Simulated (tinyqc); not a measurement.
What moves the Fermi level: gated graphene: carriers, quantum capacitance and optical conductivity.

Cones E = +/- hv |k|, four flavours, D(E) = 2|E|/(pi hv^2). n = (2/pi)(kT/hv)^2 F_1(mu/kT), p = (2/pi)(kT/hv)^2 F_1(-mu/kT), in 1/angstrom^2 (1e16 for 1/cm^2); F_1(eta) = integral_0^infinity x dx/(1 + exp(x - eta)). Cq/e^2 = d(n - p)/d mu = (2 kT/(pi hv^2)) ln(2 + 2 cosh(mu/kT)).

Gate: V = mu/e + e (n - p)/Cox with Cox/e^2 = k/(4 pi e2 t), t in angstrom, e2 = e^2/(4 pi eps0); 1/(eV angstrom^2) in C/e^2 equals 1602.176634 microfarad/cm^2; total 1/C = 1/Cox + 1/Cq.

Constants: kB = 8.617333262e-05 eV/K; e^2/(4 pi eps0) = 14.39964547 eV angstrom.

Values chosen for the exercise (Fermi velocity near that of graphene, gate dielectric near SiO2; shifted at random, so the results belong to these values and not to a real crystal):

| symbol | value | unit | meaning |
|---|---|---|---|
| hv | 6.7 | eV angstrom | hbar vF |
| T | 300 | K |  |
| k | 3.8 |  | dielectric constant of the gate layer |
| t | 30 | nm | its thickness |
| V | 18.07 | V | gate voltage from the neutrality point |

All results formed anew.

One parameter was then changed.

Results before and after:

| case | mu (eV) | n - p (1/cm^2) | C/Cox |
|---|---|---|---|
| base | 0.4148 | 1.236e+13 | 0.9882 |
| changed | 0.4956 | 1.757e+13 | 0.9860 |

Which of these changes was made? (a) V = 23.491 V; (b) T = 400 K; (c) t = 21 nm; (d) k = 4.56; (e) hv = 7.37 eV angstrom.

Answer: (c) t = 21 nm. Of the candidates, run in turn, only this one gives the changed row.

All candidates:

| case | mu (eV) | n - p (1/cm^2) | C/Cox |
|---|---|---|---|
| base | 0.4148 | 1.236e+13 | 0.9882 |
| V = 23.491 V | 0.4744 | 1.611e+13 | 0.9897 |
| t = 21 nm | 0.4956 | 1.757e+13 | 0.9860 |
| k = 4.56 | 0.4544 | 1.480e+13 | 0.9871 |
| hv = 7.37 eV angstrom | 0.4563 | 1.233e+13 | 0.9871 |
| T = 400 K | 0.4128 | 1.236e+13 | 0.9882 |

tinyqc: `OMP_NUM_THREADS=1 python tinyqc.py 1681006 1681007 out.jsonl`; about 0.01 s, one thread, shared Intel(R) Xeon(R) Processor @ 2.30GHz.
